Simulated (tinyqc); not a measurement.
Five-frequency model of solute diffusion by vacancies in an fcc metal: one step, computed by the program tinyqc.

A vacancy next to the solute exchanges with it (w2), jumps to one of 4 sites that also neighbour the solute (w1) or to one of 7 that do not (w3); w4 is the reverse of w3 and w0 the host jump.

Question. Jump rates. w_i = nu exp(-E_i/(k_B T)); detailed balance gives E4 = E3 - E_b.

Inputs (values chosen for the exercise, for a model solute in a host close to gold): barrier E0 (host jump) = 0.743 eV; barrier E1 (vacancy circles the solute) = 0.754 eV; barrier E2 (exchange) = 0.551 eV; barrier E3 (dissociation) = 0.887 eV; binding energy E_b (positive for attraction) = 0.18 eV; attempt frequency nu = 6.6 THz; temperature T = 655 K.

Constants: k_B = 8.617333262e-05 eV/K.

Give: rates.

Answer.

rates (1/s): w0 1.267e+07, w1 1.042e+07, w2 3.802e+08, w3 9.878e+05, w4 2.397e+07
